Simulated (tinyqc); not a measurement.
Slater-Koster d bands of an fcc metal: one step. Second moment and the rectangular band. Two cases, with inputs chosen for the exercise.

Task: mu2 = z (dds^2 + 2 ddp^2 + 2 ddd^2)/5 per orbital, with z = 12. A rectangular band with the same mu2 has width W = sqrt(12 mu2), Fermi level W (Nd/10 - 1/2) and bond energy -W Nd (10 - Nd)/20 (Friedel).

Give: mu2; W; Fermi level; bond energy per atom.

Case 1.

Values chosen (of the size met in Ni; shifted at random, so the results belong to these values and not to a real crystal):
- dds = -0.476 eV (dd sigma)
- ddp = 0.2 eV (dd pi)
- ddd = -0.071 eV (dd delta)
- Nd = 8 (d electrons per atom)

Result:

mu2 = 0.7600 eV^2
W = 3.0199 eV
Fermi level = 0.9060 eV
bond energy per atom = -2.4159 eV

Case 2.

Values chosen (of the size met in Cu; shifted at random, so the results belong to these values and not to a real crystal):
- dds = -0.348 eV (dd sigma)
- ddp = 0.171 eV (dd pi)
- ddd = -0.042 eV (dd delta)
- Nd = 9 (d electrons per atom)

Result:

mu2 = 0.4395 eV^2
W = 2.2965 eV
Fermi level = 0.9186 eV
bond energy per atom = -1.0334 eV

The bond energy is the attractive part alone; the repulsion between atoms, left out, cancels a large share of it in the cohesive energy.

Computed by tinyqc, one run a case: `OMP_NUM_THREADS=1 python tinyqc.py N N+1 out.jsonl` with N = 1450456, 1450489; one thread of a shared Intel(R) Xeon(R) Processor @ 2.30GHz, about 0.06 s a run at most.
